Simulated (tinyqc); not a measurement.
Harmonic frequencies on the UHF/sto-3g surface (energies and gradients from PySCF), for BeH, spin multiplicity 2, step by step. Computed by tinyqc, a small Python program that keeps every step (integrals from PySCF). Settings: charge = 0, multiplicity = 2, basis = sto-3g, delta = 0.01. Command: `OMP_NUM_THREADS=1 python tinyqc.py 30759 30760 out.jsonl` (the two numbers bound the seeds that draw the settings). One thread of a shared host (Intel(R) Xeon(R) Processor @ 2.60GHz), about 1 s of CPU time with the checks.

## One row of the Hessian: 1Bez

optimised positions (bohr):
```
,x,y,z
1Be,0.000000,0.000000,0.002444
2H,0.000000,0.000000,2.461759
```

gradient at +delta (hartree/bohr):
```
,x,y,z
1Be,0.00000000,0.00000000,0.00226519
2H,0.00000000,0.00000000,-0.00226519
```

gradient at -delta (hartree/bohr):
```
,x,y,z
1Be,0.00000000,0.00000000,-0.00221870
2H,0.00000000,0.00000000,0.00221870
```

Displace 1Bez by +/-0.01 bohr; H(k, :) = (g(+) - g(-)) / (2 delta).

row of the Hessian (hartree/bohr^2): 1Bex 0.00000000, 1Bey 0.00000000, 1Bez 0.22419444, 2Hx 0.00000000, 2Hy 0.00000000, 2Hz -0.22419444

## Hessian by finite differences

All rows are made in the same way, and the matrix is symmetrised.

Hessian (symmetrised) (hartree/bohr^2):
```
,1Bex,1Bey,1Bez,2Hx,2Hy,2Hz
1Bex,0.00000131,0.00000000,0.00000000,-0.00000131,0.00000000,0.00000000
1Bey,0.00000000,0.00000131,0.00000000,0.00000000,-0.00000131,0.00000000
1Bez,0.00000000,0.00000000,0.22419444,0.00000000,0.00000000,-0.22419444
2Hx,-0.00000131,0.00000000,0.00000000,0.00000131,0.00000000,0.00000000
2Hy,0.00000000,-0.00000131,0.00000000,0.00000000,0.00000131,0.00000000
2Hz,0.00000000,0.00000000,-0.22419444,0.00000000,0.00000000,0.22419444
```

## Normal modes

masses (u): 1Be 9.012182, 2H 1.007825

Diagonalise H_ij / sqrt(m_i m_j); the 5 smallest eigenvalues belong to translations and rotations; wavenumber = sqrt(eigenvalue / 1822.888) x 219474.63; each mode has its largest component positive (the first on a tie); zero-point energy = sum of wavenumbers / 2, with 349.755 1/cm per kcal/mol.

eigenvalues of the mass-weighted Hessian (hartree/(bohr^2 u)): 0.000000  0.000000  0.000000  0.000001  0.000001  0.247331

harmonic wavenumbers of the vibrations (1/cm): 2556.5

mass-weighted modes:
```
,mode 1
1Bex,0.000000
1Bey,0.000000
1Bez,-0.317145
2Hx,0.000000
2Hy,0.000000
2Hz,0.948377
```

zero-point energy = 3.654678 kcal/mol
